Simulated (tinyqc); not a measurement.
AlGaN/GaN HEMT with access regions, lumped model: one step of the calculation.

A polarisation-induced electron sheet under a Schottky gate, in series with two ungated access regions and contacts. Drift law v = mu E/(1 + mu E/vs) under the gate. Currents in mA/mm, resistances in ohm mm. No self-heating, no channel-length modulation; fits for polarisation, barrier and offset are chosen for the exercise.

Problem. Polarisation charge, threshold and sheet resistance. sigma = (5e13 x + 1.6e13 x^2) cm^-2, phiB = 0.84 + 1.3 x, dEc = 0.7 (1.71 x + x^2) in volts, Cb = eps0 eps_r/d, VT = phiB - dEc - q sigma/Cb, access density n0 = -Cb VT/q. Rsh = 1/(q mu n0); largest access current q n0 vs.

Values chosen for this exercise; values close to those of AlGaN/GaN structures:
```
symbol,value,unit,meaning
x,0.21,,aluminium share of the barrier
d,12,nm,barrier thickness
eps_r,9.3,,relative permittivity of barrier and channel
mu,1200,cm^2/(V s),channel mobility
vs,1.2e7,cm/s,saturation velocity
```

Constants: q = 1.602176634e-19 C, eps0 = 8.8541878128e-14 F/cm where lengths are in cm. Results are converted to the units shown.

Find: sigma; Cb; VT; n0; Rsh; q n0 vs.

Solution.

sigma = 1.121e13 cm^-2
Cb = 0.6862 uF/cm^2
VT = -1.786 V
n0 = 7.648e12 cm^-2
Rsh = 680.1 ohm
q n0 vs = 1470 mA/mm

Computed by the program tinyqc: `OMP_NUM_THREADS=1 python tinyqc.py 2570012 2570013 out.jsonl`, one thread of a shared Intel Xeon 2.30GHz, about 0.01 s for the whole run.
